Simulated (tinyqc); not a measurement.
Worked calculation: k.p theory built from an empirical-pseudopotential calculation at Gamma. Values are carried at full precision from step to step, so a last printed digit may differ when a step is redone from the rounded ones.

Empirical pseudopotential on the fcc lattice, atoms at +/- tau, tau = a (1,1,1)/8, no spin-orbit coupling. H(G,G') = c (2 pi/a)^2 |k + G|^2 delta + VS(q) cos(q.tau) + i VA(q) sin(q.tau), q = G - G', c = hbar^2/2m0; k and G in units of 2 pi/a; VS at |q|^2 = 3, 8, 11 and VA at 3, 4, 11, in rydberg, zero elsewhere. The basis is fixed: all 65 G with |G|^2 up to Gcut. Energies are counted from the fourth level at Gamma.

Constants: hbar^2/2m0 = 3.80998211 eV angstrom^2; Ry = 13.60569312 eV.

Parameters, chosen for this exercise (near those of GaAs; not measured data): a = 5.628 angstrom (lattice constant); VS = (-0.232, 0.01, 0.06) Ry (symmetric form factors); VA = (0.069, 0.049, 0.008) Ry (antisymmetric form factors); Gcut = 16 (2 pi/a)^2 (largest |G|^2 of the fixed basis).

## Levels at Gamma

Diagonalise H at k = 0 and group equal levels.

Multiplets at Gamma:

| multiplet | degeneracy | E (eV) |
|---|---|---|
| 1 | 1 | -12.3270 |
| 2 | 3 | 0.0000 |
| 3 | 1 | 1.4377 |
| 4 | 3 | 4.4197 |
| 5 | 1 | 8.0013 |
| 6 | 2 | 8.7084 |
| 7 | 3 | 12.8375 |
| 8 | 1 | 14.3300 |
| 9 | 3 | 27.2777 |

The lowest empty multiplet is a singlet at 1.438 eV; the lowest empty singlet (s-like) is multiplet 3.

## Mass of the s-like conduction level (multiplet 3)

For a multiplet A of d_A states, W(B) = (4 c/(3 d_A)) sum over n in A, m in B and i = x, y, z of |<n|G_i|m>|^2 (G in 1/angstrom, <n|G_i|m> = sum_G c_n(G)* G_i c_m(G)); the mean inverse mass of A is 1 + sum_B W(B)/(E_A - E_B). Multiplets with W = 0 are left out.

List the couplings (the first eight at most); W to the valence triplet is the Kane energy Ep.

Couplings:

| multiplet B | degeneracy | E_B (eV) | W (eV) | W/(E_A - E_B) |
|---|---|---|---|---|
| 2 | 3 | 0.0000 | 18.4864 | 12.8579 |
| 4 | 3 | 4.4197 | 0.0146 | -0.0049 |
| 7 | 3 | 12.8375 | 0.2124 | -0.0186 |
| 10 | 3 | 27.7894 | 0.3756 | -0.0143 |
| 12 | 3 | 28.3997 | 0.2055 | -0.0076 |
| 15 | 3 | 41.6574 | 0.0272 | -0.0007 |
| 17 | 3 | 42.4571 | 0.0005 | 0.0000 |
| 19 | 3 | 43.2241 | 0.0099 | -0.0002 |

sum over the higher multiplets = -0.0011
1/m = 13.8105

Ep = 18.49 eV. The valence triplet gives 12.86, all other levels together -0.05; m = 0.0724, against 0.0722 for two levels alone.

## Valence parameters

Fold all other levels onto the valence triplet: D(u) = c + 4 c^2 sum_m <n|u.G|m><m|u.G|n'>/(0 - E_m), in units of c. Along [100] its eigenvalues are L (once) and M (twice); along [111] (L + 2M + 2N)/3 (once) and (L + 2M - N)/3 (twice). Then g1 = -(L + 2M)/3, g2 = -(L - M)/6, g3 = -N/6.

eigenvalues along [100]: -13.362  -2.237  -2.237

eigenvalues along [111]: -15.966  -0.934  -0.934

L, M, N: -13.362  -2.237  -15.032

g1, g2, g3: 5.945  1.854  2.505

With spin-orbit coupling added at fixed g1, g2, g3 and large against the hole energy these give heavy and light masses along [100] of 0.447 and 0.104. The s-like level alone adds Ep/(3E) = 4.29 to g1. Local form factors fix Ep and the gap only roughly, so these values can lie far from measured ones.

## Checks

- 1/m of the s-like level from the sum against the curvature of the band: both 13.81.
- L and M against the curvatures along [100]: largest relative difference 1.8e-06.

tinyqc: `OMP_NUM_THREADS=1 python tinyqc.py 1051501 1051502 out.jsonl`; about 0.3 s, one thread, shared Intel(R) Xeon(R) Processor @ 2.30GHz.
